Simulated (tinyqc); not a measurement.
Classical nucleation, growth and JMAK kinetics of crystallisation from a melt or glass: one step, computed by the program tinyqc. Command: `OMP_NUM_THREADS=1 python tinyqc.py 3008771 3008772 out.jsonl nucl walk`. One thread of a shared host (Intel(R) Xeon(R) Processor @ 2.30GHz), about 0.01 s of CPU time with the checks.

A spherical nucleus cap on a flat wall with a sharp interface of isotropic energy gamma; lambda = Omega^(1/3) is the jump distance.

Question. Fraction transformed and grain size. JMAK with steady nucleation and growth, nuclei spread at random: extended fraction X_e = (pi/3) I u^3 t^4, X = 1 - exp(-X_e); t_X = [-3 ln(1 - X)/(pi I u^3)]^(1/4); final grains per volume = Gamma(5/4) (3/pi)^(1/4) (I/u)^(3/4), Gamma(5/4) = 0.9064024771. Grain size = (grains per volume)^(-1/3).

Inputs (values chosen for the exercise, for a model substance): temperature T = 1066 K; wall area per volume S_v = 450000 1/m; time t = 230 s.

Nucleation: on a flat wall. Driving force: Turnbull (linear).

nucleation rate I = 9.531772e+17 1/(m^3 s)

growth velocity u = 6.883403e-11 m/s

Give: extended fraction; fraction X at t; half time t_0.5; grains per volume; grain size.

Answer.

extended fraction = 9.1101e-04

fraction X at t = 9.1060e-04

half time t_0.5 = 1208.0 s

grains per volume = 1.1438e+21 1/m^3

grain size = 0.095621 micrometre

t is 0.19 half times: nearly nothing has crystallised. Caution: grains come out smaller than the spacing of the walls, so nuclei are not spread at random as JMAK assumes.
